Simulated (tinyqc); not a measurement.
Pump-down curve: gas flow in a process chamber: flow regimes, conductance, effective pumping speed, pump-down, outgassing and purge. Computed by tinyqc, a small Python program. Command: `OMP_NUM_THREADS=1 python tinyqc.py 3120132 3120133 out.jsonl pump walk`. One thread of a shared host (Intel(R) Xeon(R) Processor @ 2.30GHz), about 0.06 s of CPU time with the checks.

Ideal gas, isothermal flow, a pump of constant speed at the end of a round pipe; process gas, volume gas and outgassing are given the same properties. 1 sccm = 101325 Pa x 1e-6 m^3/60 s x T/273.15 K.

Inputs (values chosen for the exercise, modelled on hydrogen near room temperature):
```
quantity                     value            unit
molar mass M                 2.016           g/mol
molecular diameter            0.27              nm
viscosity eta                  8.9   micropascal s
temperature T                  350               K
chamber volume V                19               L
wall area                      1.4             m^2
pipe diameter d                2.5              cm
pipe length l                   11              cm
pump speed S                    40             L/s
outgassing rate after 1 h  1.6e-06  Pa m^3/(s m^2)
outgassing exponent n          1.1               -
starting pressure p0          2200              Pa
```

Constants: k_B = 1.380649e-23 J/K; u = 1.6605390666e-27 kg.

Method:
- Mean speed c = sqrt(8 k_B T/(pi m)); aperture conductance C_a = c pi d^2/16; molecular pipe C_m = C_a/(1 + 3 l/(4 d)) (Dushman form); viscous pipe C_v = pi d^4 p_mean/(128 eta l); Knudsen interpolation C = C_v + C_m (1 + x)/(1 + 1.24 x), x = d p_mean sqrt(m/(k_B T))/eta.
- Effective speed 1/S_eff = 1/S + 1/C_m; time constant V/S_eff; pressure at which the free path k_B T/(sqrt2 pi d_m^2 p) equals d.
- Pump-down: V dp/dt = -S_eff(p) p + q(t) A, with S_eff = S p_2/p, where p_2 solves C((p + p_2)/2) (p - p_2) = S p_2 at each moment, and q(t) = q_1 (1 h/(t + 10 s))^n; integrated adaptively. At long times p = q(t) A/S_eff.
- S_eff(p) is tabulated at 260 pressures and interpolated in ln p. Comparison columns: p0 exp(-t/time constant) with the molecular S_eff (0 below 1e-26 p0), and the outgassing limit.

time constant = 0.822245 s

S_eff in molecular flow = 23.1075 L/s

Pressure against time:
```
t (s)       p (Pa)  S_eff (L/s)  volume gas only (Pa)  outgassing limit (Pa)
0.3     1.1718e+03       39.861            1.5275e+03             6.0857e-02
1       2.7156e+02       39.412            6.5199e+02             5.6610e-02
3       6.6002e+00       28.584            5.7264e+01             4.7108e-02
10      3.2117e-02       23.022            1.1498e-02             2.9329e-02
30      1.4031e-02       23.068            3.1404e-13             1.3682e-02
100     4.5369e-03       23.094                     0             4.4967e-03
300     1.4431e-03       23.103                     0             1.4386e-03
1000    3.9272e-04       23.106                     0             3.9235e-04
3600    9.6668e-05       23.107                     0             9.6643e-05
20000   1.4692e-05       23.107                     0             1.4691e-05
100000  2.5026e-06       23.107                     0             2.5025e-06
```

What does the comparison show, and why?

From t = 10 s on the pressure is within 20 % of the outgassing limit, which falls only as (t + 10 s)^-1.1: walls, not volume, set the time to base pressure. Early on viscous flow raises S_eff to 39.9 L/s, 1.7 times its molecular value.
